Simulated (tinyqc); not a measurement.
# Vertical double-diffused power MOSFET, components of the on-resistance: effects of single changes

Stripe cells of pitch Wp + a, two channels a cell. Current flows through the channels, spreads in the accumulation layer, passes the gap between the p bodies and spreads at 45 degrees into the drift layer below them. Low drain voltage, full ionisation.

Inputs (values chosen for the exercise); bulk values close to those of gallium nitride:
```
symbol  value                    unit                                             meaning
T         350                       K                                         temperature
eps_r    9.37                                                       relative permittivity
Kc      26700  V/cm per (cm^-3)^(1/8)                             critical-field constant
BV       6500                       V          rated breakdown voltage of the drift layer
mud       909              cm^2/(V s)                             drift mobility at 300 K
bt        2.2                                  temperature exponent of the drift mobility
tox        44                      nm                    gate oxide thickness (eps_r 3.9)
Vov        11                       V                                      gate overdrive
mch        52              cm^2/(V s)                                    channel mobility
mac        77              cm^2/(V s)                         accumulation-layer mobility
Lc        0.3                      um                                      channel length
Wp        3.3                      um  width of the p body in one cell, channels included
a         1.8                      um                   gap between neighbouring p bodies
xp        1.5                      um                                 depth of the p body
Nj          5                                     doping of the gap over the drift doping
Vbi      3.03                       V               built-in voltage of the body junction
Rs      0.097               mohm cm^2                    substrate and contact resistance
```

Constants: q = 1.602176634e-19 C, eps0 = 8.8541878128e-14 F/cm where lengths are in cm. Results are converted to the units shown.

Each table varies one quantity; the others keep the values above.

## On-resistance against the channel mobility

Triangular field at breakdown with Ec = Kc N^(1/8): BV = eps0 eps_r Ec^2/(2 q N), so N = (eps0 eps_r Kc^2/(2 q BV))^(4/3); W = 2 BV/Ec; mu = mud (T/300 K)^(-bt); rho = 1/(q mu N); ideal resistance rho W. Pitch p = Wp + a, Cox = 3.9 eps0/tox; zero-bias depletion in the gap w0 = sqrt(2 eps0 eps_r Vbi/(q N Nj)), open gap g = a - 2 w0; R_ch = Lc p/(2 mch Cox Vov); R_acc = 0.6 a p/(4 mac Cox Vov), 0.6 being an empirical factor for current leaving the layer along its length; R_gap = (rho/Nj) xp p/g; spreading depth t = min(W, (p - g)/2); R_drift = (rho p/2) ln((g + 2 t)/g) + rho (W - t); R_on = the sum with Rs.

The same in every row: R_acc (mohm cm^2) = 0.2072; R_gap (mohm cm^2) = 1.234; R_drift (mohm cm^2) = 32.59; ideal (mohm cm^2) = 31.01.

Results:

| mch (cm^2/(V s)) | R_ch (mohm cm^2) | R_on (mohm cm^2) | largest term |
|---|---|---|---|
| 5 | 1.772 | 35.91 | drift |
| 10 | 0.8862 | 35.02 | drift |
| 20 | 0.4431 | 34.58 | drift |
| 40 | 0.2215 | 34.35 | drift |
| 70 | 0.1266 | 34.26 | drift |
| 300 | 0.02954 | 34.16 | drift |
| 500 | 0.01772 | 34.15 | drift |

Estimate the missing row, mch = 100 cm^2/(V s).

Computed row:

| mch (cm^2/(V s)) | R_ch (mohm cm^2) | R_on (mohm cm^2) | largest term |
|---|---|---|---|
| 100 | 0.08862 | 34.22 | drift |

With this row back in the table: R_on falls from 35.9 to 34.2 mohm cm^2. The drift term is the largest at mch = 5 and in all other rows. R_on is 1.16 times the ideal drift resistance in the first row and 1.10 times in the last.

## On-resistance against the gap between neighbouring p bodies

Same model as above.

The same in every row: ideal (mohm cm^2) = 31.014.

On-resistance against the gap between neighbouring p bodies:

| a (um) | R_ch (mohm cm^2) | R_acc (mohm cm^2) | R_gap (mohm cm^2) | R_drift (mohm cm^2) | R_on (mohm cm^2) | largest term |
|---|---|---|---|---|---|---|
| 1.4 | 0.15705 | 0.14848 | 3.0308 | 33.471 | 36.904 | drift |
| 1.9 | 0.17376 | 0.22295 | 1.0883 | 32.480 | 34.062 | drift |
| 2.5 | 0.19380 | 0.32720 | 0.67045 | 32.056 | 33.345 | drift |
| 3.3 | 0.22054 | 0.49148 | 0.47775 | 31.781 | 33.068 | drift |
| 4.4 | 0.25729 | 0.76452 | 0.36816 | 31.583 | 33.070 | drift |
| 5.9 | 0.30741 | 1.2249 | 0.30068 | 31.438 | 33.367 | drift |
| 7.9 | 0.37424 | 1.9966 | 0.25743 | 31.331 | 34.056 | drift |
| 10 | 0.44441 | 3.0012 | 0.23308 | 31.265 | 35.041 | drift |
| 14 | 0.57807 | 5.4654 | 0.20873 | 31.194 | 37.543 | drift |

What does the comparison show?

R_on goes from 36.9 through a minimum of 33.1 (at a = 3.3 among the rows listed) to 37.5 mohm cm^2. The drift term is the largest at a = 1.4 and in all other rows. R_on is 1.19 times the ideal drift resistance in the first row and 1.21 times in the last. A narrow gap chokes the current while a wide one lengthens the pitch and so dilutes the channels, which gives the minimum.

Program tinyqc, `OMP_NUM_THREADS=1 python tinyqc.py 2230027 2230028 out.jsonl`; Intel Xeon 2.30GHz, shared host, one thread, about 0.01 s.
